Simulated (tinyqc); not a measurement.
# Precursor delivery by bubblers, mass-transport growth and the solid composition of a III-V alloy, step by step

A worked calculation. Computed by tinyqc, a small Python program that keeps every step. Command: `OMP_NUM_THREADS=1 python tinyqc.py 3008210 3008211 out.jsonl movpe_thermo walk`. One thread of a shared host (Intel(R) Xeon(R) Processor @ 2.30GHz), about 0.02 s of CPU time with the checks. Intermediate numbers are printed to about 7 digits and carried at full precision; extremes and crossings named in words are read from the listed rows.

1 sccm = 44.615 micromol/min; 1 torr = 133.322 Pa. The sources decompose fully at the surface.

Inputs (values chosen for the exercise, modelled on triethylgallium (source 1) and trimethylindium (source 2) for the vapour pressures):

| quantity | value | unit |
|---|---|---|
| bath temperature T1 | 297 | K |
| bath temperature T2 | 290 | K |
| bubbler pressure p_b | 760 | torr |
| carrier flow F1 | 22 | sccm |
| carrier flow F2 | 100 | sccm |
| total flow F_t | 17 | slm |
| group-V flow F_V | 120 | sccm |
| reactor pressure p | 40 | torr |
| growth temperature T | 1000 | K |
| diffusivity at 273 K and 760 torr | 0.35 | cm^2/s |
| flow cross-section A | 45 | cm^2 |
| distance from the leading edge z | 11 | cm |
| lattice constant a | 5.99 | angstrom |
| interaction L0 of the solid | 11.6 | kJ/mol |
| vapour fraction x_v of D among the group-V sources | 0.34 | - |
| exchange energy dG_x of AC + (1/2) D2 -> AD + (1/2) C2 | 14 | kJ/mol |

Alloy: mixing on the group-V sites.

constants a, b of source 1 (log10 torr, K): 8.07  2162

constants a, b of source 2 (log10 torr, K): 10.54  3014

Constants: k_B = 1.380649e-23 J/K; R = 8.314462618 J/(mol K).

## Bubblers

log10 p_v = a - b/T_bath; molar flow = F x 44.615 x p_v/(p_b - p_v) for a saturated bubbler.

vapour pressure 1 = 6.173603 torr

molar flow 1 = 8.038425 micromol/min

vapour pressure 2 = 1.402480 torr

molar flow 2 = 8.248330 micromol/min

One kelvin of bath error changes flow 1 by 5.7 % and flow 2 by 8.3 %.

## Partial pressures in the reactor

p_i = p n_i/(44615 F_t), F_t in slm; p_V = p F_V/(1000 F_t), counted per molecule supplied; V/III = 44.615 F_V/(n1 + n2); vapour fraction of source 2 = n2/(n1 + n2).

p_1 = 4.239368e-04 torr

p_2 = 4.350070e-04 torr

p_V = 0.2823529 torr

V/III ratio = 328.7211

vapour fraction of source 2 = 0.5064440

## Mass transport

Mean velocity u = (F_t/A)(760/p)(T/273); D = D0 (T/273)^1.75 (760/p); boundary layer delta = sqrt(pi D z/u); flux = D dp/(delta k_B T); growth rate = flux x a^3/4.

velocity u = 438.2038 cm/s

D = 64.49663 cm^2/s

boundary layer delta = 2.255287 cm

growth rate per torr of group III = 534.1667 micrometre/(h torr)

Caution: the boundary layer is a quarter or more of the root of the cross-section, so it fills much of the channel and depletion along the flow matters.

## Solid composition

At high V/III the group-V pressures at the surface equal those supplied, as dimers: p_D2/p_C2 = x_v/(1 - x_v). Equilibrium of the solid AC(1-x)D(x), A standing for the mix of both group-III metals: ln[x/(1 - x)] + L0 (1 - 2x)/(R T) = -dG_x/(R T) + (1/2) ln[x_v/(1 - x_v)]. Growth rate = rate per torr x (p_1 + p_2). Sensitivity dx/dx_v = [1/(2 x_v (1 - x_v))]/[1/(x (1 - x)) - 2 L0/(R T)].

solid fraction x = 0.03514282

distribution coefficient x/x_v = 0.1033612

dx/dx_v = 0.08344740

growth rate = 0.4588191 micrometre/h

The solid is poorer in D than the vapour. The growth rate is set by group III alone.

## Solid against vapour

At high V/III the group-V pressures at the surface equal those supplied, as dimers: p_D2/p_C2 = x_v/(1 - x_v). Equilibrium of the solid AC(1-x)D(x), A standing for the mix of both group-III metals: ln[x/(1 - x)] + L0 (1 - 2x)/(R T) = -dG_x/(R T) + (1/2) ln[x_v/(1 - x_v)].

Composition:

| x_v | x | x for L0 = 0 | x/x_v |
|---|---|---|---|
| 0.02 | 0.0066509 | 0.0258382 | 0.3325469 |
| 0.05 | 0.0107593 | 0.0408542 | 0.2151854 |
| 0.10 | 0.0157727 | 0.0582813 | 0.1577274 |
| 0.25 | 0.0279118 | 0.0968156 | 0.1116474 |
| 0.50 | 0.0502737 | 0.1565912 | 0.1005473 |
| 0.75 | 0.0938179 | 0.2433303 | 0.1250906 |
| 0.90 | 0.1899490 | 0.3577368 | 0.2110544 |
| 0.95 | 0.3431701 | 0.4472981 | 0.3612317 |
| 0.98 | 0.6857903 | 0.5651518 | 0.6997860 |

dG_x = 14 kJ/mol favours AC: at x_v = 1/2 the ideal solid has x = 0.157. The positive L0 pushes x away from 1/2, to 0.050, and steepens the curve near x = 1/2; at L0 = 2 R T = 16.6 kJ/mol the slope would diverge.

Checks made by the program: the sensitivity to the bath against a difference (relative difference below 1e-10).
